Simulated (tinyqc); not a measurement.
What moves the results: quasiparticle equation with a plasmon-pole self-energy for two band edges. A value that a table varies takes the place of the one given here.

For each edge E = e + X + Sc(E), with the correlation part Sc(E) = A[0]/(E - a + w) + A[1]/(E - b - w); a and b are the valence and conduction energies that enter the Green function (a = ev, b = ec in the one-shot scheme). Z = 1/(1 - dSc/dE), dSc/dE = -A[0]/(E - a + w)^2 - A[1]/(E - b - w)^2.

Parameters, chosen for this exercise (scales of the order of those of SiO2; not measured data): ev = 0 eV (mean-field valence top); ec = 5.76 eV (mean-field conduction edge); w = 20.4 eV (pole energy); Av = (61.5, 35.1) eV^2 (weights of the valence state on the hole and electron poles); Ac = (37.1, 71.3) eV^2 (the same for the conduction state); Xv = -3.71 eV (exchange minus the mean-field potential, valence); Xc = 3.88 eV (the same, conduction).

## Schemes compared

Z = 1; linearised; exact one-shot; energies updated in G (a, b); updated in G and W, where w grows by half of the opening of the gap (a rule chosen for the exercise).

Results (eV):

| scheme | Ev | Ec | gap | opening |
|---|---|---|---|---|
| mean field | 0.000 | 5.760 | 5.760 | 0.000 |
| Z = 1 | -2.037 | 7.563 | 9.600 | 3.840 |
| linearised | -1.699 | 7.231 | 8.930 | 3.170 |
| one-shot, exact | -1.685 | 7.219 | 8.903 | 3.143 |
| update G | -1.878 | 7.395 | 9.273 | 3.513 |
| update G and W | -2.055 | 7.609 | 9.664 | 3.904 |

The openings run from 3.143 (one-shot, exact) to 3.904 eV (update G and W). Linearising moves the gap by 27 meV, updating G +370 meV and updating W a further +390 meV: once Z is kept, the level of self-consistency matters more than linearising.

## The starting point

The mean-field gap is opened by d (ev lowered by d/2, ec raised by d/2) and X is changed by the opposite amounts, so that e + X stays; one-shot and G-updated gaps.

Gaps (eV):

| d | start | one-shot | update G |
|---|---|---|---|
| 0.0 | 5.760 | 8.9035 | 9.2734 |
| 0.2 | 5.960 | 8.9261 | 9.2734 |
| 0.4 | 6.160 | 8.9485 | 9.2734 |
| 0.6 | 6.360 | 8.9708 | 9.2734 |
| 0.9 | 6.660 | 9.0038 | 9.2734 |
| 1.2 | 6.960 | 9.0365 | 9.2734 |
| 1.6 | 7.360 | 9.0794 | 9.2734 |

The one-shot gap moves by a fraction 0.11 of any change of the starting gap, while the updated gap, 9.2734 eV, does not depend on it. The two agree where the start already equals the result, near d = 3.51 eV. A real change of starting point alters the orbitals and the screening too; this model holds both fixed.

## What each parameter does

Exact one-shot edges and Z of the valence state there. Each row changes one parameter from the base and keeps the others.

Results:

| case | Ev (eV) | Ec (eV) | gap (eV) | Z |
|---|---|---|---|---|
| base | -1.6845 | 7.2190 | 8.9035 | 0.8191 |
| w = 21.42 eV | -1.7889 | 7.3369 | 9.1258 | 0.8324 |
| Xv = -3.81 eV | -1.7664 | 7.2190 | 8.9854 | 0.8182 |
| Xc = 3.98 eV | -1.6845 | 7.2991 | 8.9836 | 0.8191 |
| ec = 5.86 eV | -1.6808 | 7.3151 | 8.9959 | 0.8194 |
| Av = (64.58, 35.1) eV^2 | -1.5506 | 7.2190 | 8.7695 | 0.8147 |
| Ac = (37.1, 74.86) eV^2 | -1.6845 | 7.0693 | 8.7538 | 0.8191 |

The largest shifts from the base row, up to three for each result and ties (the steps differ in size, so this ranks the rows, not the parameters). Ev (eV): Av +0.1340, w -0.1043, Xv -0.0819; unchanged at the printed digits by Xc and Ac. Ec (eV): Ac -0.1497, w +0.1180, ec +0.0961; unchanged at the printed digits by Xv and Av. gap (eV): w +0.2223, Ac -0.1497, Av -0.1340. Z: w +0.0133, Av -0.0044, Xv -0.0009; unchanged at the printed digits by Xc and Ac.

tinyqc: `OMP_NUM_THREADS=1 python tinyqc.py 1850930 1850931 out.jsonl`; about 0.02 s, one thread, shared Intel(R) Xeon(R) Processor @ 2.30GHz.
